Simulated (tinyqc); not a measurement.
Born-Oppenheimer dynamics on the LDA (VWN5)/sto-3g surface (energies and gradients from PySCF), for H2, spin multiplicity 1, step by step. Computed by tinyqc, a small Python program that keeps every step (integrals from PySCF). Settings: charge = 0, multiplicity = 1, basis = sto-3g, functional = lda,vwn, time step (fs) = 0.2, steps = 24. Command: `OMP_NUM_THREADS=1 python tinyqc.py 25430 25431 out.jsonl` (the two numbers bound the seeds that draw the settings). One thread of a shared host (Intel(R) Xeon(R) Processor @ 2.60GHz), about 2 s of CPU time with the checks.

positions (bohr):
```
           x         y         z
1H  0.000000  0.000000  0.000000
2H  0.000000  0.000000  1.551465
```

The total energy should stay constant up to terms of order dt^2; the step counts as short enough if it moves by less than 2 % of the largest kinetic energy.

Trajectory:
```
time (fs)  1H-2H (angstrom)  potential (hartree)  kinetic (hartree)  total (hartree)
0.000000           0.821000          -1.11611826         0.00001286      -1.11610539
0.200000           0.819528          -1.11628066         0.00017442      -1.11610624
0.400000           0.815773          -1.11668503         0.00057662      -1.11610842
0.600000           0.809814          -1.11729669         0.00118480      -1.11611188
0.800000           0.801782          -1.11806068         0.00194413      -1.11611655
1.000000           0.791861          -1.11890365         0.00278141      -1.11612224
1.200000           0.780291          -1.11973712         0.00360848      -1.11612864
1.400000           0.767372          -1.12046320         0.00432798      -1.11613522
1.600000           0.753466          -1.12098338         0.00484217      -1.11614121
1.800000           0.738995          -1.12121098         0.00506539      -1.11614560
2.000000           0.724442          -1.12108701         0.00493976      -1.11614724
2.200000           0.710336          -1.12059738         0.00445226      -1.11614512
2.400000           0.697239          -1.11978769         0.00364895      -1.11613874
2.600000           0.685720          -1.11876925         0.00264068      -1.11612857
2.800000           0.676316          -1.11770992         0.00159356      -1.11611636
3.000000           0.669499          -1.11680620         0.00070130      -1.11610490
3.200000           0.665625          -1.11623975         0.00014247      -1.11609728
3.400000           0.664906          -1.11613024         0.00003446      -1.11609578
3.600000           0.667381          -1.11650127         0.00040043      -1.11610084
3.800000           0.672913          -1.11727346         0.00116253      -1.11611093
4.000000           0.681209          -1.11828751         0.00216432      -1.11612320
4.200000           0.691843          -1.11934763         0.00321306      -1.11613457
4.400000           0.704301          -1.12026854         0.00412576      -1.11614278
4.600000           0.718025          -1.12091134         0.00476453      -1.11614680
4.800000           0.732445          -1.12120092         0.00505417      -1.11614674
```

Is the time step short enough?

Yes. The total energy moves within 5.1e-05 hartree, under 2 % of the largest kinetic energy.
